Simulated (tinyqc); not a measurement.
Course in time: spin coating of a resist or spin-on film: centrifugal thinning, evaporation and the final thickness (Emslie and Meyerhofer models). Computed by tinyqc, a small Python program. Command: `OMP_NUM_THREADS=1 python tinyqc.py 3112189 3112190 out.jsonl spincoat walk`. One thread of a shared host (Intel(R) Xeon(R) Processor @ 2.30GHz), about 0.1 s of CPU time with the checks.

A Newtonian film stays uniform over the wafer; solvent and solids have the same density and the concentration is uniform through the thickness.

Inputs (values chosen for the exercise, of the order of those of a polymer resist in an ester solvent):
```
quantity                                 value          unit
solids volume fraction c0                 0.15             -
kinematic viscosity of the solvent nu_s    2.1        mm^2/s
viscosity constant k                       910        mm^2/s
viscosity exponent gamma                   2.6             -
spin speed f                              6000           rpm
evaporation rate at 1000 rpm e0          0.061  micrometre/s
starting thickness h0                     1000    micrometre
wafer radius R                             150            mm
shrinkage in the bake                      1.5             %
```

Method:
- omega = 2 pi f/60; nu(c) = nu_s + k c^gamma; evaporation rate e = e0 sqrt(f/1000 rpm).
- Flow constant K = 2 omega^2/(3 nu(c0)); Reynolds number of the air omega R^2/nu_air with nu_air = 15 mm^2/s.
- Meyerhofer estimate: flow rules until (1 - c0) K h^3 = e, then evaporation alone: h_w = (e/((1 - c0) K))^(1/3), dry film c0 h_w.
- Full model for solids s and liquid l per area, h = s + l, c = s/h: ds/dt = -c Q, dl/dt = -(1 - c) Q - e, Q = 2 omega^2 h^3/(3 nu(c)); integrated adaptively (relative tolerance 1e-9) until l = 0.
- Dry film = s at l = 0, before the bake; film after the bake = s x (1 - shrinkage).
- Times are fractions of the time to dry.

omega = 628.319 1/s

evaporation rate e = 0.149419 micrometre/s

dry film = 305.400 nm

dry film, estimate = 269.255 nm

History:
```
fraction   t (s)  h (micrometre)        c  nu (mm^2/s)         Q/e  s (nm)
0.003      0.040          20.277  0.15003         8.66  1.6952e+03  3042.2
0.010      0.133          11.106  0.15018         8.68  2.7795e+02  1667.8
0.030      0.400           6.405  0.15094         8.77  5.2805e+01   966.8
0.100      1.333           3.484  0.15580         9.34  7.9757e+00   542.8
0.200      2.666           2.420  0.16715        10.79  2.3138e+00   404.5
0.350      4.666           1.743  0.19374        14.86  6.2813e-01   337.8
0.500      6.665           1.337  0.23581        23.37  1.7999e-01   315.2
0.700      9.331           0.906  0.33844        56.51  2.3190e-02   306.7
0.900     11.997           0.505  0.60527       248.76  9.1001e-04   305.4
```

What follows from these numbers?

Q/e drops below 1 between t = 2.7 and 4.7 s, when c has risen from 0.15 to about 0.194; after that row the solids fall by a further 10 %. The full model gives 1.13 times the two-stage estimate. Caution: above a Reynolds number of about 3e5 the air flow near the rim turns turbulent, and evaporation is no longer uniform.
